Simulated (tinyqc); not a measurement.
# From kappa_eff back to film thickness L

Model: heat flow across a film from the phonon Boltzmann equation in the relaxation-time approximation. Computed by tinyqc, a small Python program. Command: `OMP_NUM_THREADS=1 python tinyqc.py 3004436 3004437 out.jsonl slabbte inv`. One thread of a shared host (Intel(R) Xeon(R) Processor @ 2.30GHz), about 0.05 s of CPU time with the checks.

Two black walls, hot at x = 0 and cold at x = L, emit phonons isotropically. For one free path Lambda, with tau = x/Lambda, tau_L = L/Lambda and phi = (T - T_cold)/Delta T, energy balance gives phi(tau) = (1/2) [E2(tau) + int_0^tau_L phi(s) E1(|tau - s|) ds]; E_n are the exponential integrals. The flux over the ballistic flux C v Delta T/4 is psi = 1 - 2 int_0^tau_L phi(s) E2(s) ds, and kappa_eff/kappa = (3/4) tau_L psi. kappa = C v Lambda/3 is an input, so at fixed kappa a longer free path means a smaller C v.

Inputs (values chosen for the exercise, modelled on silicon carbide):
```
quantity                             value     unit
bulk conductivity kappa                388  W/(m K)
wall temperature difference Delta T     16        K
free path Lambda_1                     170       nm
free path Lambda_2                    1400       nm
share f_2 of kappa                    0.17        -
```

Free-path groups: two.

Method:
- Cut the film into n equal cells with constant phi, collocated at the centres c_i: the kernel integrates to A_ij = |E2(|c_i - e_j|) - E2(|c_i - e_(j+1)|)|/2 for cell edges e_j, and A_ii = 1 - E2(half a cell); solve (1 - A) phi = E2(c)/2; psi = 1 - 2 sum_j phi_j [E3(e_j) - E3(e_(j+1))].
- Each group is solved on its own with 150 and 300 cells, psi = (4 psi(300) - psi(150))/3, and weighted by its share of kappa (f_1 is what the others leave); exchange of energy between groups inside the film is left out.
- Flux J = kappa_eff Delta T/L; apparent boundary resistance per wall (L/kappa_eff - L/kappa)/2.

Question. A run gave the result below. Find the film thickness L, known to lie between 63 and 130 nm.

kappa_eff = 101.5718 W/(m K)

Answer.

Each step takes the trial c = (a f_b - b f_a)/(f_b - f_a), f being the result less the target and a, b, c the logarithms of the listed values; c replaces end b, the old b replaces a if the sign of f changed, and otherwise f_a is halved.

Scan of the range:
```
film thickness L (nm)  kappa_eff (W/(m K))
63.0                                70.089
71.1                                76.931
80.2                                84.206
90.5                                91.961
102.0                              100.079
115.0                              108.639
130.0                              117.795
```

False position (Illinois rule, in the logarithm of the input) inside the bracket:
```
step    end a    end b    trial  kappa_eff (W/(m K))
1     102.000  115.000  104.156              101.542
2     115.000  104.156  104.199              101.571
3     115.000  104.199  104.201              101.572
4     104.199  104.201  104.200              101.572
```

kappa_eff rises at every point of a 13-point scan of the range (every second point is shown), so one value fits; it is bracketed by 102 and 115. Answer: film thickness L = 104.2 nm.
